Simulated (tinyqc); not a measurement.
## Electron mobility in a silicon inversion layer, empirical terms and Matthiessen rule: effect of the body doping

Inversion layer of sheet density Ns on a uniformly doped body. The mobility terms are empirical power laws with prefactors chosen for the exercise; adding their inverses (Matthiessen) is itself an approximation.

ni = sqrt(Nc Nv) exp(-Eg/(2 Vt)), Eg in volts; Ndep = sqrt(2 eps0 eps_r Nb (2 Vt ln(Nb/ni) + Vsb)/q); E = q (Ndep + eta Ns)/(eps0 eps_r), in MV/cm. With t = T/(300 K): muC = Ac (Ns/1e12 cm^-2) t/(Nb/1e17 cm^-3 + Nit/1e11 cm^-2), muP = Ap E^(-1/3) t^(-1.75), muS = As E^(-gs); 1/mu is the sum of the inverses.

Parameters, values chosen for the exercise; material values close to those of silicon:
- T = 300 K (temperature)
- Eg = 1.12 eV (band gap)
- eps_r = 11.9 (relative permittivity of the semiconductor)
- Nc = 2.84e19 cm^-3 (conduction-band density of states at T)
- Nv = 2.65e19 cm^-3 (valence-band density of states at T)
- Vsb = 0.3 V (reverse body bias)
- eta = 0.5 (weight of the inversion charge in the effective field)
- Ap = 444 cm^2/(V s) (phonon-limited mobility at 1 MV/cm and 300 K)
- As = 628 cm^2/(V s) (roughness-limited mobility at 1 MV/cm)
- gs = 2 (exponent of the roughness term)
- Ac = 3900 cm^2/(V s) (Coulomb prefactor)
- Nit = 4.5e11 cm^-2 (charge at the interface)
- Ns = 5.5e11 cm^-2 (inversion density)

Constants: q = 1.602176634e-19 C, kB = 1.380649e-23 J/K, Vt = kB T/q, eps0 = 8.8541878128e-14 F/cm where lengths are in cm. Results are converted to the units shown.

Results:
```
Nb (cm^-3)  E (MV/cm)  muC (cm^2/(V s))  muP (cm^2/(V s))  muS (cm^2/(V s))  mu (cm^2/(V s))
2e16          0.12160            456.38            896.20             42472           300.25
4.4e16        0.16244            434.21            813.75             23801           279.80
9.7e16        0.22424            392.14            730.82             12489           250.09
2.1e17        0.31495            325.00            652.59            6331.2           209.77
4.7e17        0.45765            233.15            576.16            2998.5           157.28
2.3e18        0.99240            78.000            445.13            637.66           60.113
5e18           1.4650            39.358            390.94            292.61           31.864
```

Estimate the missing row, Nb = 1e18 cm^-3.

Computed row:
```
Nb (cm^-3)  E (MV/cm)  muC (cm^2/(V s))  muP (cm^2/(V s))  muS (cm^2/(V s))  mu (cm^2/(V s))
1e18          0.65808            147.93            510.46            1450.1           106.29
```

With this row back in the table: As Nb goes from 2e16 to 5e18 cm^-3, E rises from 0.122 to 1.46 MV/cm and mu falls from 300 to 31.9 cm^2/(V s). The Coulomb term is the smallest in the first and the last row.

tinyqc, about 0.01 s, one thread, Intel Xeon 2.30GHz (shared host): `OMP_NUM_THREADS=1 python tinyqc.py 2510076 2510077 out.jsonl`
